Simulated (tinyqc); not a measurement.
Comparisons within one model: Fermi-Dirac statistics of conduction electrons. A value that a table varies takes the place of the one given here.

Non-parabolic band E (1 + alpha E) = c k^2/m: n = Nc (2/sqrt(pi)) integral_0^infinity sqrt(x (1 + a x)) (1 + 2 a x) dx/(1 + exp(x - eta)) with a = alpha kT and eta = (EF - Ec)/kT; a = 0 gives n = Nc F_1/2(eta).

Constants: hbar^2/2m0 = 3.80998211 eV angstrom^2; kB = 8.617333262e-05 eV/K.

Parameters, chosen for this exercise (near those of Si, lowest valleys alone; not measured data): m = 1.0666 m0 (density-of-states mass of the conduction band); T = 200 K; alpha = 0.46 1/eV (non-parabolicity); n = 4.5e+19 1/cm^3 (electron density).

## Parabolic against non-parabolic filling

N = 2 (m kB T/(4 pi c))^(3/2) with c = hbar^2/2m0, in 1/angstrom^3; times 1e24 for 1/cm^3. k_F = (3 pi^2 n)^(1/3) and the energy E0 that solves E (1 + alpha E) = c k_F^2/m give the limit of zero temperature.

EF - Ec (meV):
```
n (1/cm^3)  parabolic  non-parabolic  non-parabolic, 0 K
2.0e+18         -34.0          -34.5                 5.4
6.0e+18         -13.4          -14.0                11.2
2.0e+19          12.9           12.0                24.9
8.0e+19          59.1           56.7                61.7
2.0e+20         114.7          108.4               111.2
8.0e+20         293.8          261.4               262.8
```

Non-parabolicity lowers EF by 0.5 meV at the lowest density and by 32.3 meV at the highest, where alpha (EF - Ec) = 0.12. Temperature lowers EF below its 0 K value by 39.9 meV at the lowest density and by 1.4 meV at the highest. EF enters the band between 6e+18 and 2e+19 1/cm^3.

## What moves the Fermi level

N = 2 (m kB T/(4 pi c))^(3/2) with c = hbar^2/2m0, in 1/angstrom^3; times 1e24 for 1/cm^3. Each row changes one parameter from the base and keeps the others.

Results:
```
case                 parabolic EF - Ec (meV)  non-parabolic EF - Ec (meV)
base                                   36.40                        34.94
m = 1.1733 m0                          31.68                        30.36
T = 175 K                              38.12                        36.80
n = 2.25e+19 1/cm^3                    15.86                        14.92
alpha = 0.69 1/eV                      36.40                        34.24
```

The largest shifts from the base row, up to three for each result and ties (the steps differ in size, so this ranks the rows, not the parameters). parabolic EF - Ec (meV): n -20.54, m -4.72, T +1.72; unchanged at the printed digits by alpha. non-parabolic EF - Ec (meV): n -20.02, m -4.58, T +1.87.

tinyqc: `OMP_NUM_THREADS=1 python tinyqc.py 1650041 1650042 out.jsonl`; about 0.01 s, one thread, shared Intel(R) Xeon(R) Processor @ 2.30GHz.
